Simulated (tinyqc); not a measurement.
From results back to parameters: electrons shared among three sets of ellipsoidal valleys. Two cases, with inputs chosen for the exercise.

Problem. With Boltzmann statistics n(Delta4)/n(Delta2) = R exp(-dE/kB T), where R = N_2/N_1 does not depend on T. Two ratios were computed from hidden R and dE.

Constants: kB = 8.617333262e-05 eV/K.

Case 1.

Values chosen (out of a larger set: masses and offsets near those of Si; mobilities are free inputs, held fixed; not measured data): Ta = 300 K; Tb = 600 K.

ratio at Ta = 0.00792019
ratio at Tb = 0.125859

Case 2.

Values chosen (out of a larger set: masses and offsets near those of Si; mobilities are free inputs, held fixed; not measured data): Ta = 300 K; Tb = 600 K.

ratio at Ta = 0.00792019
ratio at Tb = 0.125859

Find: dE; R.

Solution. dE = kB ln(ratio_b/ratio_a)/(1/Ta - 1/Tb); then R = ratio_a exp(dE/kB Ta).

Case 1.

dE = 0.143 eV
R = 2.00

Case 2.

dE = 0.143 eV
R = 2.00

Computed by tinyqc, one run a case: `OMP_NUM_THREADS=1 python tinyqc.py N N+1 out.jsonl` with N = 1651414, 1651468; one thread of a shared Intel(R) Xeon(R) Processor @ 2.30GHz, about 0.01 s a run at most.
